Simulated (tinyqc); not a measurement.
From theta_* back to temperature T: microkinetic model of a Langmuir-Hinshelwood surface reaction A + (1/2) B2 = AB with Bronsted-Evans-Polanyi barriers. Computed by tinyqc, a small Python program. Command: `OMP_NUM_THREADS=1 python tinyqc.py 3024376 3024377 out.jsonl microkin inv`. One thread of a shared host (Intel(R) Xeon(R) Processor @ 2.30GHz), about 0.01 s of CPU time with the checks.

A adsorbs in equilibrium; B2 dissociates irreversibly on two free sites; adsorbed A and B react irreversibly and AB leaves at once. theta_A + theta_B + theta_* = 1.

Inputs (values chosen for the exercise, for a model catalyst):

| quantity | value | unit |
|---|---|---|
| adsorption energy of A, E_A | -0.802 | eV |
| adsorption energy per B atom, E_B | -1.48 | eV |
| entropy loss of A, S_A | 1.4 | meV/K |
| entropy loss of B2, S_B | 1.7 | meV/K |
| slope a1 of the dissociation barrier | 0.72 | - |
| intercept b1 | 1.3 | eV |
| slope a2 of the reaction barrier | 0.26 | - |
| intercept b2 | 0.28 | eV |
| pressure p_A | 0.036 | bar |
| pressure p_B | 0.094 | bar |

Constants: k_B = 8.617333262e-05 eV/K; hbar = 6.582119569e-16 eV s.

Method. K_A = exp(-(E_A + T S_A)/(k_B T)) per bar; barriers E1 = max(b1 + a1 2 E_B, 0), E2 = b2 - a2 (E_A + E_B); k1 = (k_B T/h) exp(-S_B/k_B) exp(-E1/(k_B T)) per bar, k2 = (k_B T/h) exp(-E2/(k_B T)), h = 2 pi hbar. theta_A = K_A p_A theta_*; 2 k1 p_B theta_*^2 = k2 theta_A theta_B, so theta_B = w theta_* with w = 2 k1 p_B/(k2 K_A p_A); theta_* = 1/(1 + K_A p_A + w); rate r = k2 theta_A theta_B.

Question. A run gave the result below. Find the temperature T, known to lie between 450 and 920 K.

theta_* = 0.6315682

Answer.

Each step takes the trial c = (a f_b - b f_a)/(f_b - f_a), f being the result less the target and a, b, c the logarithms of the listed values; c replaces end b, the old b replaces a if the sign of f changed, and otherwise f_a is halved.

Scan of the range:

| temperature T (K) | theta_* |
|---|---|
| 450 | 0.198058 |
| 507 | 0.471914 |
| 571 | 0.580548 |
| 643 | 0.629677 |
| 725 | 0.664743 |
| 817 | 0.693128 |
| 920 | 0.716798 |

False position (Illinois rule, in the logarithm of the input) inside the bracket:

| step | end a | end b | trial | theta_* |
|---|---|---|---|---|
| 1 | 643.000 | 725.000 | 647.177 | 0.631809 |
| 2 | 643.000 | 647.177 | 646.327 | 0.631379 |
| 3 | 647.177 | 646.327 | 646.700 | 0.631568 |
| 4 | 646.327 | 646.700 | 646.700 | 0.631568 |

theta_* rises at every point of a 13-point scan of the range (every second point is shown), so one value fits; it is bracketed by 643 and 725. Answer: temperature T = 646.7 K.

Caution: the linear relation gives a negative E1, which is set to zero: dissociation is not activated.
